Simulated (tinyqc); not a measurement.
## Pelgrom slope, floor and doping from two device sizes

Problem. s^2 = A^2/(L W) + s0^2, with s0 independent of size and A = (q/Cox) sqrt(Na Wd/3) from random dopants alone, Cox = 3.9 eps0/ti. Find A, s0 and Na.

Values chosen for this exercise: oxide-equivalent thickness in inversion ti = 1.1 nm.

Constants: q = 1.602176634e-19 C, eps0 = 8.8541878128e-14 F/cm where lengths are in cm. Results are converted to the units shown.

s for gate areas 0.0013 and 0.012 um^2 (mV): [16.3492428, 7.41338353]
Wd = 35.6544181 nm

Answer. s^2 is linear in 1/area: slope A^2, intercept s0^2.

A = 0.556 mV um
s0 = 5.40 mV
Na = 1.00e18 cm^-3

Numbers from tinyqc (`OMP_NUM_THREADS=1 python tinyqc.py 2090145 2090146 out.jsonl`; about 0.01 s on one thread of a shared Intel Xeon 2.30GHz).
